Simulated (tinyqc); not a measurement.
Character of the line: straight dislocations in isotropic elasticity: fields, energies, partials, Peierls stress and walls. Computed by tinyqc, a small Python program. Command: `OMP_NUM_THREADS=1 python tinyqc.py 3012115 3012116 out.jsonl disloc walk`. One thread of a shared host (Intel(R) Xeon(R) Processor @ 2.30GHz), about 0.01 s of CPU time with the checks.

The line runs along z, the glide plane is y = 0, and beta is the angle between b and the line (0 screw, 90 degrees edge): b_e = b sin(beta) along +x with the extra half plane at y > 0, b_s = b cos(beta). Stress is positive in tension.

Inputs (values chosen for the exercise, for a model fcc or diamond crystal): shear modulus G = 42.5 GPa; Poisson ratio nu = 0.336; Burgers vector b = 2.463 angstrom; stacking-fault energy gamma = 38.2 mJ/m^2; dislocation density rho = 8e+11 1/m^2; core radius r0/b = 0.5.

Character: screw.

Constants: 1 eV/angstrom^3 = 160.2176634 GPa.

Method:
- Energy factor K = G [cos^2(beta) + sin^2(beta)/(1 - nu)].
- E = K b^2/(4 pi) ln(R/r0) with R = 1/(2 sqrt(rho)); tension T = E + d^2E/d(beta)^2 = G b^2 [1 + nu - 3 nu sin^2(beta)]/(4 pi (1 - nu)) ln(R/r0). The core energy is taken into r0.
- Shockley partials have b_p = b/sqrt(3) at the angles beta -/+ 30 degrees; their repulsion balances the fault at d = G b_p^2/(8 pi gamma) (2 - nu)/(1 - nu) [1 - 2 nu cos(2 beta)/(2 - nu)].
- E = K b^2/(4 pi) ln(R/r0); T = G b^2 [1 + nu - 3 nu sin^2(beta)]/(4 pi (1 - nu)) ln(R/r0).

ln(R/r0) = 8.42053

From screw to edge:
```
beta (degrees)  K (GPa)  E (eV/nm)  T (eV/nm)  d (nm)
0                42.500     10.783     21.696  1.3373
15               43.941     11.148     20.599  1.4587
30               47.877     12.147     17.603  1.7903
45               53.253     13.511     13.511  2.2433
60               58.630     14.875      9.419  2.6962
75               62.565     15.874      6.423  3.0278
90               64.006     16.239      5.327  3.1492
```

What follows from these numbers?

The edge costs 1/(1 - nu) = 1.506 times the screw in energy, yet its tension is only (1 - 2 nu)/(1 + nu) = 0.246 of the screw value, so loops under stress are elongated along b. The edge splits 2.35 times as widely, (2 + nu)/(2 - 3 nu), since there the larger, edge parts of the partials repel with the factor 1/(1 - nu) and the small screw parts attract, while in the screw the roles are exchanged.
